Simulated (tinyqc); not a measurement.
Worked calculation: CID on RHF in the 6-31g basis, for He, spin multiplicity 1. One step of it, computed by the program tinyqc.

Question. CID: roots. Diagonalise (each vector has its largest component positive (the first on a tie)); all determinants have Ms = 0, so triplets appear too. The lowest singlet root is the correlation energy.

Occupation strings over the orbitals (2 doubly, a alpha, b beta, 0 empty; spin orbitals ordered 1a 1b 2a 2b ...): 20 02

H - E(HF) between determinants (hartree):
```
,20,02
20,0.000000,0.227670
02,0.227670,3.444050
```

Give: lowest roots of this matrix, relative to E(HF); lowest vectors; <S^2> of these roots; weight of the ground state by excitation level 0, 1, 2, ....

Answer.

lowest roots of this matrix, relative to E(HF) (hartree): -0.0150  3.4590

lowest vectors:
```
,root 1,root 2
20,0.9978,0.0657
02,-0.0657,0.9978
```

<S^2> of these roots: 0.0000  0.0000

weight of the ground state by excitation level 0, 1, 2, ...: 0.9957  0.0000  0.0043
